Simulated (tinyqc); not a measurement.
Worked calculation: Luttinger-Kohn k.p, four valence bands. One step of it, computed by the program tinyqc.

Problem. Bloch Hamiltonian at k. P = c g1 k^2, Q = c g2 (kx^2 + ky^2 - 2 kz^2), R = c sqrt3 [-g2 (kx^2 - ky^2) + 2i g3 kx ky], S = 2 c sqrt3 g3 (kx - i ky) kz, c = hbar^2/2m = 3.809982 eV angstrom^2; rows [P+Q, -S, R, 0], [-S*, P-Q, 0, R], [R*, 0, P-Q, S], [0, R*, S*, P+Q]. The path ends lie at |k| = 0.04 1/angstrom.

Luttinger parameters chosen for this model; energies are counted downward from the top of the valence band:
```
parameter      value  unit
g1         12.720000
g2          1.690000
g3          3.620000
```

k point k (1/angstrom): [-0.049000, 0.007000, 0.035000]

Give: H(k) at k.

Solution.

H(k) at k (eV), order 3/2, 1/2, -1/2, -3/2:
```
[[0.178, 0.082+0.012i, -0.026-0.016i, 0.000],
 [0.082-0.012i, 0.178, 0.000, -0.026-0.016i],
 [-0.026+0.016i, 0.000, 0.178, -0.082-0.012i],
 [0.000, -0.026+0.016i, -0.082+0.012i, 0.178]]
```
